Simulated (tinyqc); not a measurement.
Surface Green function of a square-lattice strip three rows wide, Sancho-Rubio decimation: one step of the calculation.

A semi-infinite lead of cells 0, 1, 2, ... with H0 inside a cell and H1 = <cell i|H|cell i + 1>. A cell is one column of three sites. z = E + i eta.

Task. Self-energy, Dyson check and densities of states. Sigma = H1 g_s H1^dagger is what the lead adds to one more cell, and (z - H0 - Sigma)^(-1) must give g_s back. Densities of states: -Im of the diagonals over pi.

Inputs (values chosen for the exercise):
```
symbol  value  unit     meaning
E       -0.95    eV      energy
eta     0.002    eV  broadening
```

H0 (eV):

|  | 1 | 2 | 3 |
|---|---|---|---|
| 1 | -0.07 | -1.14 | 0 |
| 2 | -1.14 | 0.11 | -1.14 |
| 3 | 0 | -1.14 | 0.6 |

H1 (eV):

|  | 1 | 2 | 3 |
|---|---|---|---|
| 1 | -1 | 0 | 0 |
| 2 | 0 | -1 | 0 |
| 3 | 0 | 0 | -1 |

converged surface Green function g_s (1/eV):

|  | 1 | 2 | 3 |
|---|---|---|---|
| 1 | -0.28237105-0.72507590i | 0.30626243-0.28624677i | 0.24197941+0.15917286i |
| 2 | 0.30626243-0.28624677i | -0.08874886-0.52070619i | 0.16404646-0.37979573i |
| 3 | 0.24197941+0.15917286i | 0.16404646-0.37979573i | -0.40123947-0.51663351i |

converged bulk Green function (1/eV):

|  | 1 | 2 | 3 |
|---|---|---|---|
| 1 | -0.08349272-0.48844062i | 0.13956245-0.12405924i | -0.12792805+0.18168167i |
| 2 | 0.13956245-0.12405924i | -0.23345694-0.28717065i | 0.21474823-0.23083706i |
| 3 | -0.12792805+0.18168167i | 0.21474823-0.23083706i | -0.19783296-0.36963288i |

Give: Sigma; (z - H0 - Sigma)^(-1); surface density of states; bulk density of states.

Result.

Sigma (eV):

|  | 1 | 2 | 3 |
|---|---|---|---|
| 1 | -0.28237-0.72508i | 0.30626-0.28625i | 0.24198+0.15917i |
| 2 | 0.30626-0.28625i | -0.08875-0.52071i | 0.16405-0.37980i |
| 3 | 0.24198+0.15917i | 0.16405-0.37980i | -0.40124-0.51663i |

(z - H0 - Sigma)^(-1) (1/eV):

|  | 1 | 2 | 3 |
|---|---|---|---|
| 1 | -0.28237-0.72508i | 0.30626-0.28625i | 0.24198+0.15917i |
| 2 | 0.30626-0.28625i | -0.08875-0.52071i | 0.16405-0.37980i |
| 3 | 0.24198+0.15917i | 0.16405-0.37980i | -0.40124-0.51663i |

| orbital | surface density of states (1/eV) | bulk density of states (1/eV) |
|---|---|---|
| 1 | 0.23080 | 0.15548 |
| 2 | 0.16575 | 0.09141 |
| 3 | 0.16445 | 0.11766 |

Computed by the program tinyqc: `OMP_NUM_THREADS=1 python tinyqc.py 2680045 2680046 out.jsonl`, one thread of a shared Intel Xeon 2.30GHz, about 0.07 s for the whole run.
